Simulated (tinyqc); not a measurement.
Worked calculation: lattice vibrations of a chain. One step of it, computed by the program tinyqc.

Task: Frequencies. omega^2 are the eigenvalues; wavenumber = 521.4708 sqrt(eigenvalue) 1/cm.

D(q) (eV/(angstrom^2 u)), lower triangle (Hermitian):
```
                     1          2          3         4
1             0.642715
2            -0.071695   0.132673
3             0.000000  -0.130747   0.854637
4  -0.260158-0.314477i   0.000000  -0.435404  0.601136
```

Give: eigenvalues; wavenumbers; weights |e|^2 of the mass-weighted modes.

Result:

eigenvalues: 0.007  0.179  0.744  1.301

wavenumbers (1/cm): 43.6  220.4  449.9  594.9

weights |e|^2 of the mass-weighted modes:
```
        mode 1  mode 2  mode 3  mode 4
atom 1   0.179   0.107   0.551   0.163
atom 2   0.357   0.624   0.011   0.008
atom 3   0.143   0.032   0.403   0.421
atom 4   0.321   0.237   0.035   0.408
```
